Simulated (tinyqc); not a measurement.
# Subthreshold parameters from three currents

Problem. Far below threshold and for Vds well above Vt the virtual-source current tends to I = Cinv n Vt vx0 exp((Vgs - VT0 + dl Vds + al Vt)/(n Vt)) per width, with constant n; the three currents follow this limit. Find n, dl and VT0.

Values chosen for this exercise:
```
symbol,value,unit,meaning
T,325,K,temperature
Cinv,3.25,uF/cm^2,inversion capacitance
vx0,1.33e7,cm/s,velocity at the virtual source
al,3.5,,threshold shift (in units of Vt) from weak to strong inversion
```

Constants: q = 1.602176634e-19 C, kB = 1.380649e-23 J/K, Vt = kB T/q. Results are converted to the units shown.

I at (Vgs, Vds) = (-0.2, 0.3), (-0.11, 0.3) and (-0.2, 0.8) V (nA/um): 0.083052333  1.5839707  0.34531033

Solution. The first two currents differ in Vgs alone and give n; the first and third differ in Vds alone and give dl; the size of the first then gives VT0.

n = 1.09
dl = 0.0870 V/V
VT0 = 0.360 V

tinyqc, about 0.01 s, one thread, Intel Xeon 2.30GHz (shared host): `OMP_NUM_THREADS=1 python tinyqc.py 2380114 2380115 out.jsonl`
